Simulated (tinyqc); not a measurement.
From results back to parameters: overlap of hydrogenic dopants: pairs, impurity band and the Mott density. Three cases, with inputs chosen for the exercise.

Problem. Ry* = Ry m/eps^2, aB = a0 eps/m, and the Mott density is (0.26/aB)^3 (1/angstrom^3 = 1e24/cm^3). Binding energy and critical density come from a hidden mass and dielectric constant.

Constants: Ry = 13.60569312 eV; a0 (Bohr radius) = 0.5291772105 angstrom.

Case 1.

binding energy = 31.58373 meV
critical density = 2.256515e+18 1/cm^3

Case 2.

binding energy = 31.89236 meV
critical density = 2.323316e+18 1/cm^3

Case 3.

binding energy = 61.20677 meV
critical density = 9.258144e+18 1/cm^3

Find: aB; eps; m.

Solution. aB = 0.26/n^(1/3); the product Ry* aB = Ry a0/eps gives eps, and m = a0 eps/aB.

Case 1.

aB = 19.82 angstrom
eps = 11.50
m = 0.307 m0

Case 2.

aB = 19.63 angstrom
eps = 11.50
m = 0.310 m0

Case 3.

aB = 12.38 angstrom
eps = 9.50
m = 0.406 m0

Computed by tinyqc, one run a case: `OMP_NUM_THREADS=1 python tinyqc.py N N+1 out.jsonl` with N = 1450942, 1451058, 1451102; one thread of a shared Intel(R) Xeon(R) Processor @ 2.30GHz, about 0.01 s a run at most.
